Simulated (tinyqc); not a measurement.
Worked calculation: donor near an oxide interface in a gate field (two-state model). Values are carried at full precision from step to step, so a last printed digit may differ when a step is redone from the rounded ones.

Interface at z = 0 (hard wall), donor at z = d, field F pulling electrons to the interface: potential e F z; 1 kV/cm = 1e-5 eV/angstrom, c = hbar^2/2m0, q = e^2/(4 pi eps0), Q = (eps - eo)/(eps + eo). Donor state: E_D = e F d - ED - q Q/(4 eps d), the last term joining the images of ion and electron. Interface state: z exp(-b z/2) exp(-rho^2/(2 L^2)) with E_z = c b^2/(4 mz) + 3 e F/b + q Q b/(8 eps), minimised over b; in the plane at z = 3/b the ion (distance D = d - 3/b) and its image (D' = d + 3/b) give E_rho = c/(mt L^2) - (q/eps)(sqrt(pi)/L)[erfcx(D/L) + Q erfcx(D'/L)], erfcx(x) = exp(x^2) erfc(x), minimised over L. E_I = E_z + E_rho.

Constants: hbar^2/2m0 = 3.80998211 eV angstrom^2; e^2/(4 pi eps0) = 14.39964547 eV angstrom.

Parameters, chosen for this exercise (near those of a donor in Si below HfO2, static dielectric constants; shifted at random, so the results belong to these values and not to a real crystal):
- d = 170 angstrom (depth of the donor)
- ED = 54.8 meV (bulk binding energy)
- mz = 0.917 m0 (mass across the interface)
- mt = 0.189 m0 (mass in the plane)
- eps = 11.2 (dielectric constant of the semiconductor)
- eo = 22 (dielectric constant of the oxide)
- F = 39.7 kV/cm (field in the semiconductor)
- aD = 19.3 angstrom (donor radius)
- v = 0.55 (valley factor)

## The interface state across the interface

Solve c b/(2 mz) - 3 e F/b^2 + q Q/(8 eps) = 0; give Q, b, the three terms of E_z and <z> = 3/b.

Q = -0.3253
b = 0.09237 1/angstrom

kinetic, field and image terms (meV): [8.86, 12.89, -4.83]

<z> = 32.5 angstrom

The image pulls the electron towards the oxide; without it <z> would be 36.1 angstrom. The sign rests on the static constant; with the high-frequency one of such an oxide, about 4, the image would repel.

## Binding in the plane

Give D, D', the best L, both terms and E_rho.

D, D' (angstrom): [137.5, 202.5]

L = 137.5 angstrom

kinetic and Coulomb terms (meV): [1.07, -5.33]

E_rho = -4.26 meV

The bottom of the well lies at -7.3 meV, so the level is 41 % of the way up; L/D = 1.00. Above the critical field the ionised donor would thus still hold its electron as a dot at the interface.

## Where the electron sits

The two states couple by t = t0 exp(-D/aD) with t0 = q/(eps aD) (2 aD/L) sqrt(aD b/2) v, v a valley factor; this form is an estimate. With detuning u = E_D - E_I the splitting is sqrt(u^2 + 4 t^2) and the lower state has weight (1 - u/sqrt(u^2 + 4 t^2))/2 on the donor.

Give E_D, E_I, t, the splitting and the donor weight.

E_D, E_I (meV): [13.31, 12.67]

t = 0.00781 meV
splitting = 0.64 meV
donor weight = 0.000

The electron is at the interface; the contact hyperfine coupling scales with the donor weight. With this t, the tunnelling time pi hbar/(2t) at a crossing would be 132 ps (hbar = 6.58212e-16 eV s); here the detuning is 81.8 t.

## Critical field

Find F at which E_D = E_I; compare the rule e F d = ED. The crossing width is 4t/(e D), with t and D formed anew at that field.

critical field = 39.2 kV/cm
ED/(e d) = 32.2 kV/cm
width = 0.023 kV/cm

The confinement energy E_z = 16.8 meV raises the field needed and the attraction E_rho = -4.3 meV lowers it; the result is 1.22 times the simple rule.

## Checks

- E_z without images against 1.5 x 6^(2/3)/2 (c (e F)^2/mz)^(1/3), meV: both 21.51.
- E_rho from the radial equation in the full Coulomb well against the Gaussian trial function, meV: both -4.3.

tinyqc: `OMP_NUM_THREADS=1 python tinyqc.py 1252347 1252348 out.jsonl`; about 0.09 s, one thread, shared Intel(R) Xeon(R) Processor @ 2.30GHz.
